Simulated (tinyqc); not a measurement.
Gate sheet resistance from two finger widths.

Inverse problem. At low frequency R = Rsh Wf/(3 L) + B/Wf, where B collects the channel and vertical terms. Find Rsh, B and the width of lowest R.

Values chosen for this exercise: channel length L = 1.6 um.

input resistance of single fingers, contacted at one end, of width 1.1 and 4.3 um (ohm): [91.168561, 37.554748]

Answer. R Wf is a straight line in Wf^2; the minimum of R lies where both terms are equal.

Rsh = 17.0 ohm/square
B = 96.0 ohm um
width of lowest R = 5.21 um

tinyqc, about 0.01 s, one thread, Intel Xeon 2.30GHz (shared host): `OMP_NUM_THREADS=1 python tinyqc.py 2262115 2262116 out.jsonl`
